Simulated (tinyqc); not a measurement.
Delay unit and parasitic delay from two ring oscillators.

Question. A ring of 51 inverters oscillates at 1/(2 x 51 d), with stage delay d = tau (h + p) for fan-out h. Find tau, p and the delay at fan-out 4.

frequencies of 51-stage ring oscillators with fan-out 2 and 6 (GHz): 0.58168321  0.27872321

Solution. d is a straight line in h with slope tau and intercept tau p.

tau = 4.58 ps
p = 1.68
delay at fan-out 4 = 26.0 ps

tinyqc, about 0.01 s, one thread, Intel Xeon 2.30GHz (shared host): `OMP_NUM_THREADS=1 python tinyqc.py 2082086 2082087 out.jsonl`
